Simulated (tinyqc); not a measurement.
# A stack of flat layers between unequal leads with mass mismatch, transfer matrices: two studies

One electron of energy E comes from the left lead (band edge 0); no transverse momentum. Parabolic bands, masses in units of m0, C = hbar^2/(2 m0); psi and psi'/m are continuous at every interface. The layers follow each other from left to right, then the right lead.

Parameters, values chosen for the exercise; masses and band edges of a made-up stack: mass in the left lead mL = 0.042 m0; band edges of the layers, left to right U = [-0.1, 0.13] eV; masses of the layers m = [0.088, 0.055] m0; widths of the layers d = [0.5, 1.1] nm; band edge of the right lead UR = -0.21 eV; mass in the right lead mR = 0.045 m0; electron energy E = 0.801 eV.

Constants: q = 1.602176634e-19 C, hbar = 1.054571817e-34 J s, m0 = 9.1093837015e-31 kg, hbar^2/(2 m0) = 0.0380998212 eV nm^2. Results are converted to the units shown.

Each table varies one quantity; the others keep the values above.

## Transmission against energy

For the pair (psi, psi'/m) a flat layer has M = [[cos kd, (m/k) sin kd], [-(k/m) sin kd, cos kd]] with k = sqrt(m (E - U)/C) above its edge U, and M = [[cosh Kd, (m/K) sinh Kd], [(K/m) sinh Kd, cosh Kd]] with K = sqrt(m (U - E)/C) below it. The matrices are multiplied with later layers to the left. With M acting on (psi, psi'/m) and v = k/m in each lead, T(E) = 4 vL vR/[(vL vR M12 - M21)^2 + (vR M11 + vL M22)^2]. The last column is exp(-2 sum K d) over the layers with U > E.

Transmission against energy:

| E (eV) | T(E) | exp(-2 sum K d) |
|---|---|---|
| 0.096 | 0.8235 | 0.6142 |
| 0.284 | 0.8630 | 1.000 |
| 0.471 | 0.8847 | 1.000 |
| 0.659 | 0.9062 | 1.000 |
| 0.847 | 0.9264 | 1.000 |
| 1.034 | 0.9439 | 1.000 |
| 1.222 | 0.9583 | 1.000 |
| 1.409 | 0.9689 | 1.000 |
| 1.597 | 0.9759 | 1.000 |
| 1.785 | 0.9791 | 1.000 |
| 1.972 | 0.9792 | 1.000 |
| 2.16 | 0.9765 | 1.000 |

What does the comparison show?

T(E) runs from 0.824 at 0.096 eV to 0.976 at 2.16 eV; among the rows its largest value is 0.979 at 1.972 eV. In every row a layer is thinner than 0.8 nm, a few atomic planes, where an effective mass is a rough description.

## Effect of the right lead

Same model as above.

The layers inside are not moved.

Effect of the right lead:

| UR (eV) | vR (1/nm) | T(E) | bare step 4 vL vR/(vL + vR)^2 |
|---|---|---|---|
| -1.2 | 34.16 | 0.8209 | 0.9565 |
| -0.926 | 31.74 | 0.8453 | 0.9700 |
| -0.651 | 29.10 | 0.8724 | 0.9829 |
| -0.377 | 26.21 | 0.9022 | 0.9938 |
| -0.102 | 22.95 | 0.9346 | 0.9998 |
| 0.172 | 19.15 | 0.9674 | 0.9940 |
| 0.446 | 14.39 | 0.9884 | 0.9528 |
| 0.721 | 6.831 | 0.8635 | 0.7168 |

T(E) goes from 0.821 through a maximum of 0.988 (at UR = 0.446 eV among the rows listed) to 0.863, while the bare step between the leads goes from 0.957 through a maximum of 1.00 (at UR = -0.102 eV among the rows listed) to 0.717 (it is 1 where vR equals vL = 22.4 1/nm). The largest T(E) among the rows, 0.9884, is at UR = 0.446 eV. In every row a layer is thinner than 0.8 nm, a few atomic planes, where an effective mass is a rough description.

Range of the model: Masses are held fixed, although real bands cease to be parabolic a few tenths of an eV from their edges (inside a barrier too).

Program tinyqc, `OMP_NUM_THREADS=1 python tinyqc.py 2560025 2560026 out.jsonl`; Intel Xeon 2.30GHz, shared host, one thread, about 0.01 s.
